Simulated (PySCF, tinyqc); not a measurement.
Inside a calculation (part 2 of 2). Method: CISD on RHF in the 6-31g basis, for H3+, spin multiplicity 1. The lowest restricted solution is unstable here: a spin-polarised one lies 0.0021 hartree lower (PySCF). Computed by tinyqc, a small Python program that keeps every step (integrals from PySCF). Command: `OMP_NUM_THREADS=1 python tinyqc.py 28173 28174 out.jsonl` (the two numbers bound the seeds that draw the settings). One thread of a shared host (Intel(R) Xeon(R) Processor @ 2.60GHz), about 0.1 s of CPU time with the checks.

Geometry (angstrom):

| atom | x | y | z |
|---|---|---|---|
| H | 0.00000 | 0.00000 | 0.00000 |
| H | 0.00000 | 0.00000 | 1.14700 |
| H | 0.00000 | 0.00000 | -1.14700 |

## CISD: roots

Occupation strings over the orbitals (2 doubly, a alpha, b beta, 0 empty; spin orbitals ordered 1a 1b 2a 2b ...): 200000 a0b000 a00b00 a0000b b0a000 b00a00 b0000a 020000 0a00b0 002000 00ab00 00a00b 00ba00 000200 000a0b 0b00a0 000020 00b00a 000b0a 000002

Given earlier and not repeated: H - E(HF) between determinants.

Diagonalise (each vector has its largest component positive (the first on a tie)); all determinants have Ms = 0, so triplets appear too. The lowest singlet root is the correlation energy.

lowest roots of this matrix, relative to E(HF) (hartree): -0.03994  0.40223  0.42347  0.65377  1.05494  1.06362  1.11374  1.21841

lowest vectors:
```
          root 1    root 2    root 3    root 4
200000   0.97438   0.00000   0.17810   0.06210
a0b000  -0.03581   0.69597   0.45757  -0.51360
a00b00   0.02055  -0.04845  -0.08549  -0.02581
a0000b   0.00050  -0.10497  -0.03395  -0.05077
b0a000   0.03581   0.69597  -0.45757   0.51360
b00a00  -0.02055  -0.04845   0.08549   0.02581
b0000a  -0.00050  -0.10497   0.03395   0.05077
020000  -0.19650   0.00000   0.71829   0.58995
0a00b0   0.03345   0.00348  -0.05160  -0.00241
002000  -0.05582   0.00000  -0.07103  -0.32363
00ab00  -0.00071  -0.01844   0.03372   0.03456
00a00b   0.03284   0.04360   0.03130   0.03888
00ba00   0.00071  -0.01844  -0.03372  -0.03456
000200  -0.00952   0.00000  -0.02121  -0.03213
000a0b   0.00438  -0.00060   0.00071  -0.02124
0b00a0  -0.03345   0.00348   0.05160   0.00241
000020  -0.00988   0.00000  -0.00521  -0.02549
00b00a  -0.03284   0.04360  -0.03130  -0.03888
000b0a  -0.00438  -0.00060  -0.00071   0.02124
000002  -0.02857   0.00000  -0.03990   0.03618
```

<S^2> of these roots: 0.00000  2.00000  0.00000  0.00000  2.00000  0.00000  0.00000  2.00000

weight of the ground state by excitation level 0, 1, 2, ...: 0.94942  0.00341  0.04717

## The lowest root by the Davidson method

Start from the reference; add the residual divided by (theta - H_ii), orthogonalised, at each step.

Davidson iterations:

| iteration | subspace | lowest Ritz value (hartree) | residual norm |
|---|---|---|---|
| 1 | 1 | 0 | 2.16e-01 |
| 2 | 2 | -0.0371129 | 5.35e-02 |
| 3 | 3 | -0.0398134 | 1.50e-02 |
| 4 | 4 | -0.0399338 | 2.02e-03 |
| 5 | 5 | -0.0399370 | 3.03e-04 |
| 6 | 6 | -0.0399371 | 4.44e-05 |
| 7 | 7 | -0.0399371 | 4.95e-06 |
| 8 | 8 | -0.0399371 | 2.07e-07 |
| 9 | 9 | -0.0399371 | 1.23e-08 |
